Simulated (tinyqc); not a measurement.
# Lossy on-chip transmission line with skin effect: effects of single changes

A uniform line in a homogeneous dielectric: c = sqrt(er)/(c0 Z0), l = Z0 sqrt(er)/c0 (c0 = 299792458 m/s), g = w c td, w = 2 pi f. The resistance joins its limits as r = sqrt(r_dc^2 + r_hf^2), with r_dc = rho/(wd th), r_hf = kr rho/(2 delta (wd + th)), delta = sqrt(rho/(pi f mu0)), mu0 = 4 pi 1e-7 H/m; this is an interpolation, and internal inductance, up to 0.05 nH/mm at low frequency, is neglected.

Inputs (values chosen for the exercise): width of the strip wd = 2.2 um; thickness of the strip th = 0.92 um; resistivity rho = 2 uohm cm; relative permittivity er = 4.2; loss tangent td = 0.005; lossless impedance sqrt(l/c) Z0 = 75 ohm; factor for crowding and the return path kr = 1.2; length len = 0.67 mm; source resistance Rg = 100 ohm; load resistance RL = 1e5 ohm; load capacitance CL = 100 fF; frequency f = 1.6 GHz.

Each table varies one quantity; the others keep the values above.

## Line properties against frequency

gamma = sqrt((r + i w l)(g + i w c)) = alpha + i beta, Zc = sqrt((r + i w l)/(g + i w c)), roots with positive real part; loss 8.685889638 alpha in dB; phase velocity w/beta. ZL = 1/(1/RL + i w CL); reflection (ZL - Zc)/(ZL + Zc); Zin = Zc (ZL + Zc tanh(gamma len))/(Zc + ZL tanh(gamma len)); H = V_load/V_source = [Zin/(Zin + Rg)]/[cosh(gamma len) + (Zc/ZL) sinh(gamma len)].

Line properties against frequency:
```
f (GHz)	r (ohm/mm)	r/(w l)	loss (dB/mm)	|Zc| (ohm)	phase velocity over c0	length in wavelengths	|H| (dB)
0.01	9.883	306.8	0.04625	1314	0.03943	5.668e-4	-0.009277
0.03	9.886	102.3	0.07985	758.6	0.06806	9.850e-4	-0.009338
0.09	9.895	34.13	0.1370	438.2	0.1167	0.001724	-0.009680
0.3	9.926	10.27	0.2423	240.9	0.2056	0.003261	-0.01275
0.8	9.999	3.880	0.3671	150.1	0.3090	0.005786	-0.03178
2	10.17	1.579	0.4941	102.5	0.4080	0.01096	-0.1432
7	10.87	0.4819	0.6193	79.02	0.4753	0.03291	-1.387
20	12.49	0.1939	0.7387	75.69	0.4858	0.09201	-5.693
60	16.52	0.08546	1.012	75.14	0.4876	0.2750	-10.72
```

r equals w l at 3.21 GHz: below it |Zc| and the delay grow as in an RC line, above it |Zc| tends to Z0 = 75 ohm and the velocity to 1/sqrt(er) = 0.488 c0. The loss goes as f^(0.50) between the first two rows and f^(0.29) between the last two. |H| is -0.00928 dB in the first row and -10.7 dB in the last; between rows it can pass through resonances that the table doesn't show.

## Effect of the loss tangent

Same model as above.

The same in every row: r (ohm/mm) = 10.115; r/(w l) = 1.9625.

Effect of the loss tangent:
```
td	loss (dB/mm)	|Zc| (ohm)	phase velocity over c0	length in wavelengths	|H| (dB)
0	0.46287	111.31	0.38560	0.0092733	-0.093309
0.001	0.46325	111.31	0.38572	0.0092704	-0.093847
0.002	0.46362	111.31	0.38584	0.0092676	-0.094386
0.005	0.46476	111.31	0.38619	0.0092591	-0.096000
0.01	0.46665	111.31	0.38678	0.0092450	-0.098690
0.02	0.47044	111.30	0.38796	0.0092169	-0.10407
0.04	0.47807	111.26	0.39031	0.0091615	-0.11481
```

As td goes from 0 to 0.04, the loss rises from 0.463 to 0.478 dB/mm, |Zc| stays near 111 ohm and |H| goes from -0.0933 to -0.115 dB, with its highest value among the rows, -0.0933 dB, at td = 0. In the low-loss estimate the dielectric part g Z0/2 equals the conductor part r/(2 Z0) at td = 1.96.

Numbers from tinyqc (`OMP_NUM_THREADS=1 python tinyqc.py 2810129 2810130 out.jsonl`; about 0.01 s on one thread of a shared Intel Xeon 2.30GHz).
